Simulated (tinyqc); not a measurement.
Thinning the film: dielectric confinement in a thin film (image charges).

A film |z| < t/2 of dielectric constant eps between half-spaces of dielectric constant e2; lam = (eps - e2)/(eps + e2), q = e^2/(4 pi eps0). The self-energy of a band edge is taken with the high-frequency value, e2 = eh, and the field of a fixed ion with the static one, e2 = eo. A charge at z has images lam^|n| at n t + (-1)^n z. Its self-energy is S(z) = (q/2 eps) sum over n >= 1 of lam^n [1/(n t - 2z) + 1/(n t + 2z)] for odd n and 2 lam^n/(n t) for even n; at the centre S(0) = -(q/(eps t)) ln(1 - lam).

Donor at the centre, lam from the static eo, trial function cos(pi z/t) exp(-rho/l): E(l) = c/(m l^2) - (q/eps) times the integral over k of F(k t) (1 + (k l/2)^2)^(-3/2), with F(x) = F0 + 2 lam exp(-x) G/(1 - lam exp(-x)), F0 = 2[(1 - exp(-x/2))/x + x (1 + exp(-x/2))/(x^2 + 4 pi^2)], G = 2 sinh(x/2)[1/x - x/(x^2 + 4 pi^2)]; c = hbar^2/2m0. The binding energy is -E at the minimum, counted from the subband edge with its self-energy.

Constants: e^2/(4 pi eps0) = 14.39964547 eV angstrom; hbar^2/2m0 = 3.80998211 eV angstrom^2; Ry = 13.60569312 eV.

Parameters, chosen for this exercise (near those of a Si (100) film, two-fold valleys, between layers of Si3N4; not measured data): eps = 11.8 (dielectric constant of the film); eh = 4.1 (high-frequency dielectric constant outside); eo = 7.6 (static dielectric constant outside); m = 0.196 m0 (mass in the plane); mz = 0.885 m0 (mass across the film); ts = (12, 18, 26, 38, 55, 80, 120) angstrom (thicknesses).

<S> is the mean over (2/t) cos^2(pi z/t); confinement c (pi/t)^2/mz; donor binding with and without images.

Results:
```
t (angstrom)  <S> (meV)  confinement (meV)  binding, no images (meV)  binding (meV)  l (angstrom)
12                 78.2              295.1                      57.5           88.6          18.5
18                 52.1              131.1                      52.3           76.0          20.6
26                 36.1               62.9                      47.2           65.2          22.9
38                 24.7               29.4                      41.7           55.0          25.8
55                 17.1               14.0                      36.2           45.9          29.1
80                 11.7                6.6                      30.9           37.8          33.2
120                 7.8                3.0                      25.4           30.3          38.6
```

Between 120 and 12 angstrom the binding goes from 30.3 to 88.6 meV; quantum confinement alone would take it from 25.4 to 57.5, so the images supply +4.8 and +31.1 meV. |<S>| goes as 1/t and exceeds the confinement energy beyond 45 angstrom. For t well above a* = 32 angstrom the separable trial function underbinds, which affects the last rows.

Run: tinyqc, `OMP_NUM_THREADS=1 python tinyqc.py 1250969 1250970 out.jsonl`; Intel(R) Xeon(R) Processor @ 2.30GHz, one thread, shared host; about 0.04 s of CPU time with all checks.
